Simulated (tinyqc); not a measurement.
MP2 on RHF in the 6-31g basis, for H2, spin multiplicity 1, step by step. One step of it, computed by the program tinyqc.

Question. Integrals over molecular orbitals. (pq|rs) = sum C_ip C_jq C_kr C_ls (ij|kl), one index at a time.

coefficients C:
```
            MO1        MO2        MO3        MO4
1H 1s  0.300911   0.153134   0.834924  -1.018822
1H 2s  0.311285   1.370920  -0.695300   1.247725
2H 1s  0.300911  -0.153134   0.834924   1.018822
2H 2s  0.311285  -1.370920  -0.695300  -1.247725
```

core Hamiltonian H = T + V (hartree), lower triangle:
```
           1H 1s      1H 2s      2H 1s      2H 2s
1H 1s  -0.839253
1H 2s  -0.856766  -0.884253
2H 1s  -0.577490  -0.655009  -0.839253
2H 2s  -0.655009  -0.776615  -0.856766  -0.884253
```

Two-electron integrals (ij|kl) in chemists' order, unique and non-zero (hartree):
```
(11|11) 1.076566   (21|11) 0.578470   (21|21) 0.329423   (22|11) 0.587396
(22|21) 0.361304   (22|22) 0.453150   (31|11) 0.268105   (31|21) 0.154889
(31|22) 0.172859   (31|31) 0.095647   (32|11) 0.276241   (32|21) 0.170367
(32|22) 0.212173   (32|31) 0.112564   (32|32) 0.151362   (33|11) 0.565928
(33|21) 0.358137   (33|22) 0.462611   (33|31) 0.268105   (33|32) 0.384893
(33|33) 1.076566   (41|11) 0.384893   (41|21) 0.220309   (41|22) 0.243591
(41|31) 0.112564   (41|32) 0.127050   (41|33) 0.276241   (41|41) 0.151362
(42|11) 0.434693   (42|21) 0.269516   (42|22) 0.344148   (42|31) 0.145118
(42|32) 0.189266   (42|33) 0.434693   (42|41) 0.189266   (42|42) 0.282443
(43|11) 0.358137   (43|21) 0.225400   (43|22) 0.292443   (43|31) 0.154889
(43|32) 0.220309   (43|33) 0.578470   (43|41) 0.170367   (43|42) 0.269516
(43|43) 0.329423   (44|11) 0.462611   (44|21) 0.292443   (44|22) 0.390827
(44|31) 0.172859   (44|32) 0.243591   (44|33) 0.587396   (44|41) 0.212173
(44|42) 0.344148   (44|43) 0.361304   (44|44) 0.453150
```

Give: one-electron integrals over orbitals h = C^T H C; Two-electron integrals over orbitals.

Answer.

one-electron integrals over orbitals h = C^T H C (hartree), lower triangle:
```
         1        2        3       4
1  -1.1449
2   0.0000  -0.5863
3  -0.1462   0.0000  -0.0706
4   0.0000   0.1999   0.0000  0.1473
```

Two-electron integrals over orbitals (pq|rs), unique and non-zero (hartree):
```
(11|11) 0.5949    (21|21) 0.0976    (22|11) 0.4385    (22|22) 0.3950
(31|11) 0.1462    (31|22) 0.0617    (31|31) 0.1000    (32|21) -0.0025
(32|32) 0.0348    (33|11) 0.5141    (33|22) 0.3936    (33|31) 0.1193
(33|33) 0.4687    (41|21) -0.0811   (41|32) -0.0393   (41|41) 0.1203
(42|11) -0.1405   (42|22) -0.0658   (42|31) -0.0792   (42|33) -0.1114
(42|42) 0.0775    (43|21) -0.1064   (43|32) -0.0225   (43|41) 0.1259
(43|43) 0.1565    (44|11) 0.6013    (44|22) 0.4469    (44|31) 0.1822
(44|33) 0.5392    (44|42) -0.1660   (44|44) 0.6689
```
